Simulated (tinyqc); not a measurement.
A clean chain and dephasing by Buettiker voltage probes: two steps of the calculation.

Sites 1 to 3 form a chain with hopping -t. Lead L joins site 1 and lead R site 3, both semi-infinite chains with hopping -t and site energy 0. Every site carries a probe with self-energy -i Gamma_p/2 that draws no net current. Linear response at zero temperature: mu_L = 1, mu_R = 0 in units of the bias.

Parameters, values chosen for the exercise: hopping (matrix element -t) t = 1 eV; site energies 1 to N U = [0, 0, 0] eV; Fermi energy E = 1.34 eV; probe broadening Gamma_p gp = 0.32 eV.

Constants: q = 1.602176634e-19 C, h = 6.62607015e-34 J s. Results are converted to the units shown.

Question 1. Green function. Sigma = t^2 g(E), g(x) = (x - i sqrt(4 t^2 - x^2))/(2 t^2) for |x| < 2 t and (x - sign(x) sqrt(x^2 - 4 t^2))/(2 t^2) otherwise; Gamma = -2 Im Sigma; G = (E - H - Sigma_L - Sigma_R + i Gamma_p/2)^(-1).

Find: Sigma; Gamma; G.

Answer 1.

Sigma = 0.6700-0.7424i eV
Gamma = 1.485 eV

G (1/eV):
```
,1,2,3
1,0.0431-0.6559i,0.3793+0.4005i,-0.4873+0.0585i
2,0.3793+0.4005i,0.1073-0.6106i,0.3793+0.4005i
3,-0.4873+0.0585i,0.3793+0.4005i,0.0431-0.6559i
```

Question 2. Probe potentials and effective transmission. No current into probe p: W mu = T_pL with W_pp = T_pL + T_pR + sum_q T_pq and W_pq = -T_pq. Then T_eff = T_RL + sum_p T_pR mu_p, and the resistance is (h/2q^2)/T_eff.

T_RL = 0.53096299

```
probe,T_pL,T_pR
1,0.20525707,0.11443768
2,0.14455259,0.14455259
3,0.11443768,0.20525707
```

T_pq:
```
,1,2,3
1,0.000000000,0.031155207,0.024664585
2,0.031155207,0.000000000,0.031155207
3,0.024664585,0.031155207,0.000000000
```

Find: W; mu_p; T_eff; resistance.

Answer 2.

W:
```
,1,2,3
1,0.3755,-0.0312,-0.0247
2,-0.0312,0.3514,-0.0312
3,-0.0247,-0.0312,0.3755
```

mu_p, probe 1 to 3: [0.6135, 0.5000, 0.3865]
T_eff = 0.7528
resistance = 17.14 kohm

Computed by the program tinyqc: `OMP_NUM_THREADS=1 python tinyqc.py 2700003 2700004 out.jsonl`, one thread of a shared Intel Xeon 2.30GHz, about 0.01 s for the whole run.
